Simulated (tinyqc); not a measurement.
MOS structure on a p-type body, non-linear Poisson equation by Newton steps: one step of the calculation.

One dimension, insulator interface at x = 0, acceptor density Na, uniform, net doping C = -(acceptor density). psi is counted from the intrinsic level: n = ni exp((psi - Vb)/Vt), p = ni exp(-psi/Vt); deep in the body psi_b = -Vt ln(Na/ni). The gate acts through Cox = eps0 eox/tox and has the potential psi_G = Vg - (phiM - chi - Vt ln(Nc/ni)). Boltzmann statistics, full ionisation, classical densities, no oxide or interface charge.

Problem. Newton step. Solve the tridiagonal system a_(i-1) d_(i-1) + b_i d_i + a_i d_(i+1) = -F_i for nodes 0 to 14, with d = 0 on fixed nodes. Each component d is damped to sign(d) Vt ln(1 + |d|/Vt) before it is added.

Inputs (values chosen for the exercise): temperature T = 300 K.

Constants: q = 1.602176634e-19 C, kB = 1.380649e-23 J/K, Vt = kB T/q. Results are converted to the units shown.

| interval | coupling a_i (F/cm^2) |
|---|---|
| 0 | 2.5677145e-5 |
| 1 | 1.9751650e-5 |
| 2 | 1.5104203e-5 |
| 3 | 1.1671429e-5 |
| 4 | 9.0095244e-6 |
| 5 | 6.8931932e-6 |
| 6 | 5.2942566e-6 |
| 7 | 4.0757372e-6 |
| 8 | 3.1798322e-6 |
| 9 | 2.3885716e-6 |
| 10 | 1.8340818e-6 |
| 11 | 1.4265080e-6 |
| 12 | 1.0926445e-6 |
| 13 | 8.4187360e-7 |
| 14 | 6.5005430e-7 |

| node | diagonal b (F/cm^2) | residual F (C/cm^2) |
|---|---|---|
| 0 | -3.5194526e-5 | 2.7024243e-6 |
| 1 | -5.0427668e-5 | -1.2547828e-7 |
| 2 | -3.6489039e-5 | -4.1138140e-8 |
| 3 | -2.7137931e-5 | -9.3842400e-9 |
| 4 | -2.0731803e-5 | -1.7122118e-9 |
| 5 | -1.5906870e-5 | -7.3666869e-10 |
| 6 | -1.2187625e-5 | -9.4968173e-10 |
| 7 | -9.3699974e-6 | -1.4900195e-9 |
| 8 | -7.2555695e-6 | -2.5465915e-9 |
| 9 | -5.5684081e-6 | -5.2310137e-9 |
| 10 | -4.2243183e-6 | -1.5268415e-8 |
| 11 | -3.5944819e-6 | -3.9167573e-9 |
| 12 | -7.1827743e-6 | -1.8785211e-8 |
| 13 | -1.1977609e-5 | -4.3101093e-9 |
| 14 | -1.5324077e-5 | -4.0891944e-11 |

| node | psi after iteration 1 (V) |
|---|---|
| 0 | 0.57160228 |
| 1 | 0.54346685 |
| 2 | 0.50767780 |
| 3 | 0.46196675 |
| 4 | 0.40452289 |
| 5 | 0.33293660 |
| 6 | 0.24417108 |
| 7 | 0.13672269 |
| 8 | 0.01081083 |
| 9 | -0.12819968 |
| 10 | -0.27504313 |
| 11 | -0.40544362 |
| 12 | -0.46688794 |
| 13 | -0.47991223 |
| 14 | -0.48147885 |
| 15 | -0.48157258 |

Give: Newton step d, before damping; psi after iteration 2.

Solution.

| node | Newton step d, before damping (V) |
|---|---|
| 0 | 0.16946 |
| 1 | 0.12702 |
| 2 | 0.11035 |
| 3 | 0.10321 |
| 4 | 0.09798 |
| 5 | 0.09194 |
| 6 | 0.08421 |
| 7 | 0.07433 |
| 8 | 0.06186 |
| 9 | 0.04668 |
| 10 | 0.02866 |
| 11 | 0.01354 |
| 12 | 0.00002 |
| 13 | -0.00036 |
| 14 | -0.00002 |

| node | psi after iteration 2 (V) |
|---|---|
| 0 | 0.62388 |
| 1 | 0.58941 |
| 2 | 0.55064 |
| 3 | 0.50353 |
| 4 | 0.44502 |
| 5 | 0.37214 |
| 6 | 0.28162 |
| 7 | 0.17174 |
| 8 | 0.04239 |
| 9 | -0.10153 |
| 10 | -0.25576 |
| 11 | -0.39455 |
| 12 | -0.46687 |
| 13 | -0.48027 |
| 14 | -0.48150 |
| 15 | -0.48157 |

Program tinyqc, `OMP_NUM_THREADS=1 python tinyqc.py 2080046 2080047 out.jsonl`; Intel Xeon 2.30GHz, shared host, one thread, about 0.3 s.
